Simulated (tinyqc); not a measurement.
Phonon transmission through an interface between two chains by Green functions. Changing the junction spring k_b. Computed by tinyqc, a small Python program. Command: `OMP_NUM_THREADS=1 python tinyqc.py 3023736 3023737 out.jsonl agf sweep`. One thread of a shared host (Intel(R) Xeon(R) Processor @ 2.30GHz), about 0.03 s of CPU time with the checks.

Two semi-infinite chains (masses m_1, m_2; springs k_1, k_2), motion along the chain. The central region holds the end atom of each chain and two interlayer atoms of mass m_b, joined by springs k_b. lambda = omega^2 in eV/(angstrom^2 u); nu = 15.6333042 THz x sqrt(lambda).

Inputs (values chosen for the exercise, for two model chains):
```
quantity                          value           unit
mass m_1                           66.3              u
spring k_1                         10.5  eV/angstrom^2
mass m_2                           39.7              u
spring k_2                         20.2  eV/angstrom^2
interlayer mass m_b                22.7              u
probe frequency / lower band top   0.84              -
temperature T                       100              K
```

Atoms in the interlayer: two.

Constants: nu for 1 eV/(angstrom^2 u) = 15.6333042 THz; h x 1 THz = 4.135667696 meV; k_B = 8.617333262e-05 eV/K; k_B = 1.380649e-23 J/K; h = 6.62607015e-34 J s.

Method:
- nu_max = 15.6333042 THz x 2 sqrt(k/m); impedance Z = sqrt(k m); long-wave transmission 4 Z_1 Z_2/(Z_1 + Z_2)^2; the probe frequency is the given share of the lower band top.
- In chain i, sin(q_i a/2) = nu/nu_max,i. An outgoing wave makes the next atom move as exp(i q_i a) times the end atom, so the lead adds the self-energy Sigma_i = -k_i exp(i q_i a) to the force-constant matrix; Gamma_i = -2 Im Sigma_i = 2 k_i sin(q_i a).
- A = lambda M - K - Sigma over the central atoms, with K_ii the sum of the springs at i, K_(i,i+1) = -k_b; G = inverse of A; transmission = Gamma_1 Gamma_2 |G_(first,last)|^2.
- Landauer conductance G = k_B int tau(nu) x^2 e^x/(e^x - 1)^2 d nu, x = h nu/(k_B T), from 0 to the lower band top (240 Gauss-Legendre points in s from 0 to 1, nu = nu_top sin(pi s/2)); tau is the transmission, and its thermal mean is G over the value for tau = 1 in the same window; the quantum is g_0 = pi^2 k_B^2 T/(3 h).

One run for each value; columns: (1) junction spring k_b (eV/angstrom^2); (2) conductance G (pW/K); (3) thermal mean of the transmission; (4) transmission; (5) long-wave transmission:
```
(1)     (2)     (3)        (4)     (5)
1.6   29.28  0.3217  6.139e-05  0.9988
3.1   45.57  0.5008  3.760e-01  0.9988
5.8   61.98  0.6812  4.506e-01  0.9988
11.0  76.48  0.8405  6.763e-01  0.9988
21.0  87.90  0.9660  7.656e-01  0.9988
39.0  86.73  0.9531  8.338e-01  0.9988
73.0  79.43  0.8729  5.402e-01  0.9988
```

What does the table show, and why?

Over the rows, conductance G (pW/K) goes from 29.3 through a maximum among these rows, 87.9 at 21.0, to 79.4; thermal mean of the transmission goes from 0.322 through a maximum among these rows, 0.966 at 21.0, to 0.873; transmission goes from 6.14e-5 through a maximum among these rows, 0.834 at 39.0, to 0.540. The exponent of long-wave transmission stays at 0: long waves do not see the junction. G is largest among these rows at k_b = 21, against k_1 = 10.5 and k_2 = 20.2; weak bonds reflect all but the longest waves and those near resonances of the interlayer. Left out: 0.240, 0.460, 0.860 (the run failed its checks).

Extremes, crossings and ranges named in words are read from the listed rows.
